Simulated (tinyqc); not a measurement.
# Threshold and carrier lifetime from two turn-on delays

Problem. With a constant carrier lifetime tau, a current step from 0 to I reaches threshold after td = tau ln(I/(I - Ith)). Find Ith and tau.

turn-on delay for steps from 0 to 0.85 and to 1.7 mA (ns): 2.2208935  0.81682124

Answer. The ratio of the delays holds no tau and rises steadily with Ith, so it has one root below the smaller current.

Ith = 0.570 mA
tau = 2.00 ns

Computed by the program tinyqc: `OMP_NUM_THREADS=1 python tinyqc.py 2840012 2840013 out.jsonl`, one thread of a shared Intel Xeon 2.30GHz, about 0.01 s for the whole run.
